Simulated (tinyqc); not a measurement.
Extrapolating accelerated tests: lateral field, substrate current, probability of reaching the oxide barrier and hot-carrier lifetime of a silicon transistor (pseudo-two-dimensional and lucky-electron models). Computed by tinyqc, a small Python program. Command: `OMP_NUM_THREADS=1 python tinyqc.py 3006359 3006360 out.jsonl hotcar walk`. One thread of a shared host (Intel(R) Xeon(R) Processor @ 2.30GHz), about 0.01 s of CPU time with the checks.

Local-field models: a lucky carrier gains its energy at the peak field over a path free of collisions. Voltages are magnitudes.

Inputs (values chosen for the exercise, modelled on a silicon p-channel):
```
quantity                                value                      unit
channel length L                         1100                        nm
oxide thickness t                          21                        nm
junction depth x_j                        290                        nm
mobility mu                               130                cm^2/(V s)
saturation velocity v_s                  0.68                  1e7 cm/s
threshold voltage V_T                    0.54                         V
gate voltage V_G                            7                         V
drain voltage V_D                          14                         V
ionisation prefactor A_i              9.1e+06                      1/cm
ionisation field B_i                     3.85                     MV/cm
hot-carrier mean free path lambda         4.8                        nm
oxide barrier phi_b                       4.6                        eV
interface-trap threshold phi_it           4.5                        eV
lifetime constant H                        50  s microampere/micrometre
length of the depleted extension L_n       75                        nm
```

Drain: lightly doped extension.

Constants: eps_0 = 8.8541878128e-12 F/m.

Method:
- C_ox = 3.9 eps_0/t; F_sat = 2 v_s/mu; V_Dsat = V_ov F_sat L/(V_ov + F_sat L), V_ov = V_G - V_T; I_D/W = C_ox v_s (V_ov - V_Dsat).
- Scale length l = 0.22 t^(1/3) x_j^(1/2) (all in cm); F_m = sqrt(((V_D - V_Dsat)/l_e)^2 + F_sat^2), with l_e = l + L_n; length of the velocity-saturated region l_e ln((V_D - V_Dsat)/(l_e F_sat) + F_m/F_sat).
- Substrate current I_sub/I_D = (A_i/B_i)(V_D - V_Dsat) exp(-B_i/F_m); probability of reaching the oxide barrier exp(-phi_b/(e lambda F_m)); lifetime tau = (H/(I_D/W)) exp(phi_it/(e lambda F_m)).
- V_10 solves tau = 3.156e8 s at the given V_G. The extrapolation fits ln(tau) against 1/V_D at 1, 1.08, 1.16 and 1.25 times the given V_D (rounded to 3 digits) by least squares and reads off the same tau.

V_Dsat = 4.13741 V

Stress points:
```
V_D (V)  1/V_D (1/V)     tau (s)
14.0        0.071429  2.4232e+08
15.1        0.066225  3.2680e+07
16.2        0.061728  6.2098e+06
17.5        0.057143  1.2192e+06
```

ten-year drain voltage V_10 = 13.870 V

V_10 from the 1/V_D extrapolation = 13.843 V

What follows from these numbers?

The extrapolation is 27 mV below the true value: ln(tau) is nearly linear in 1/(V_D - V_Dsat), not in 1/V_D, so the straight line errs on the safe side when one extrapolates down.

Extremes, crossings and ranges named in words are read from the listed rows.
